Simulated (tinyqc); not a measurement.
Floating body of a partially depleted SOI transistor: body voltage and kink: two steps of the calculation.

Source at 0 V. Channel current Ic = 2 nf K Vt^2 [F(0) - F(Vd)](1 + la Vd), F(V) = ln^2(1 + exp((Vg - VT - nf V)/(2 nf Vt))), VT = VT0 - gb Vb. Saturation voltage Vs = 2 Vt sqrt(F(0)) + 3 Vt, excess Ve = (Vd - Vs + sqrt((Vd - Vs)^2 + 0.0004 V^2))/2, multiplication M1 = Ai Ve exp(-Bl/Ve). Each junction passes D(v) = J1 (exp(v/Vt) - 1) + J2 (exp(v/(2 Vt)) - 1). Bipolar current Ib = bb J1 (exp(Vb/Vt) - 1). The body settles where M1 (Ic + Ib) = D(Vb) + D(Vb - Vd) + Vb/Rb; drain current Id = (1 + M1)(Ic + Ib) - D(Vb - Vd).

Values chosen for this exercise; values of the order met in partially depleted silicon-on-insulator transistors:
- T = 300 K (temperature)
- VT0 = 0.41 V (threshold at zero body voltage)
- gb = 0.15 (fall of the threshold per volt of body voltage)
- nf = 1.4 (slope factor)
- K = 150 uA/(V^2 um) (gain factor per width)
- la = 0.05 1/V (channel-length modulation factor)
- Ai = 3.78 1/V (impact-ionisation prefactor)
- Bl = 4.4 V (impact-ionisation voltage)
- J1 = 5.6e-13 uA/um (diffusion saturation current of each junction)
- J2 = 5.5e-8 uA/um (recombination saturation current of each junction)
- bb = 1 (gain of the lateral bipolar transistor on the diffusion current)
- Rb = 1e9 kohm um (resistance of a weak body tie to the source (1e9 stands for no tie, and the term is then dropped))
- Vg = 0.61 V (gate voltage)
- Vd = 2 V (drain voltage)

Constants: q = 1.602176634e-19 C, kB = 1.380649e-23 J/K, Vt = kB T/q. Results are converted to the units shown.

Task 1. New Vb. Current into the body I_in = M1 (Ic + Ib) - D(Vb - Vd), current out I_out = D(Vb) + Vb/Rb; f = ln(I_in/I_out), s = df/dVb by central differences over 1e-5 V, Vb(new) = Vb - f/s.

Vb at the start = 0.83 V

Wanted: Ic; Ve; M1; I_in; I_out; f; s; Vb after iteration 1.

Result 1.

Ic = 6.2363 uA/um
Ve = 1.6901 V
M1 = 0.47293
I_in = 26.197 uA/um
I_out = 49.671 uA/um
f = -0.63979
s = -4.2776 1/V
Vb after iteration 1 = 0.68043 V

Task 2. Drain current with floating and with grounded body. Id and VT at the converged Vb, Id at Vb = 0, their ratio, and the bipolar share Ib/(Ic + Ib).

converged Vb = 0.77151235 V

Wanted: VT; Id, floating; Id, grounded; ratio; bipolar share.

Result 2.

VT = 0.2943 V
Id, floating = 16.31 uA/um
Id, grounded = 3.852 uA/um
ratio = 4.234
bipolar share = 46.41 %

The body rises to 0.772 V and lowers the threshold by 116 mV.

Range of the model: The multiplication law is an empirical form chosen for the exercise; self-heating and capacitive coupling to the body are left out, and the linear laws are rough once Vb passes about 0.7 V or M1 about 0.1.

tinyqc, about 0.2 s, one thread, Intel Xeon 2.30GHz (shared host): `OMP_NUM_THREADS=1 python tinyqc.py 2182160 2182161 out.jsonl`
